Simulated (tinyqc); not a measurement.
Haynes-Shockley experiment: drift, diffusion and decay of a minority-carrier pulse. Changing the field F. Computed by tinyqc, a small Python program. Command: `OMP_NUM_THREADS=1 python tinyqc.py 3111351 3111352 out.jsonl haynes sweep`. One thread of a shared host (Intel(R) Xeon(R) Processor @ 2.30GHz), about 0.03 s of CPU time with the checks.

A thin sheet of excess carriers is made at x = 0, t = 0 in a long uniform bar; injection is low, so the pulse moves with the minority mobility.

Inputs (values chosen for the exercise, modelled on electrons in p-type germanium in a lightly doped bar):
```
quantity                       value         unit
minority mobility mu            3880   cm^2/(V s)
lifetime tau                      86  microsecond
temperature T                    300            K
distance d to the collector        1           cm
injected sheet density N0    4.1e+10       1/cm^2
```

Constants: k_B = 8.617333262e-05 eV/K.

Method:
- D = mu k_B T/e, v = mu F.
- Transit time d/v, diffusion length sqrt(D tau), drift length v tau, Peclet number v d/D = e F d/(k_B T).
- dn(x, t) = N0/sqrt(4 pi D t) exp(-(x - v t)^2/(4 D t) - t/tau).
- At fixed x the signal peaks where d ln(dn)/dt = 0: a t^2 + t/2 - x^2/(4 D) = 0 with a = v^2/(4 D) + 1/tau.
- The full width at half maximum is found by solving dn(x, t) = peak/2 on both sides of the peak.
- With w the full width at half maximum: mu = d/(F t_p); D = (w d)^2/(16 ln2 t_p^3); Einstein ratio D/mu against k_B T/e.

One run for each value; columns: (1) field F (V/cm); (2) time of the peak t_p (microsecond); (3) width at half maximum (microsecond); (4) peak density (1/cm^3); (5) error of mu (%):
```
(1)     (2)     (3)         (4)      (5)
8    32.035  6.0641  1.4024e+11  0.56549
13   19.768  2.9364  2.0618e+11  0.29070
20   12.865  1.5407  2.7708e+11  0.16807
31    8.306  0.7989  3.6371e+11  0.09955
49    5.257  0.4022  4.7374e+11  0.05923
77    3.346  0.2042  6.0718e+11  0.03619
120   2.147  0.1050  7.6860e+11  0.02262
190   1.356  0.0527  9.7605e+11  0.01404
```

Describe and explain the trends.

Over the rows, time of the peak t_p (microsecond) falls from 32.0 to 1.36 (exponent d ln y / d ln x about -1.00 throughout); width at half maximum (microsecond) falls from 6.06 to 0.0527 (exponent d ln y / d ln x about -1.5 throughout); peak density (1/cm^3) rises from 1.40e11 to 9.76e11 (exponent d ln y / d ln x 0.79 between the first rows and 0.52 between the last). The exponent of time of the peak t_p stays at -1: pure drift, t = d/(mu F). The exponent of width at half maximum stays between -1.50 and -1.49, near -1.5: sqrt(D t)/v with t = d/v.

Extremes, crossings and ranges named in words are read from the listed rows.
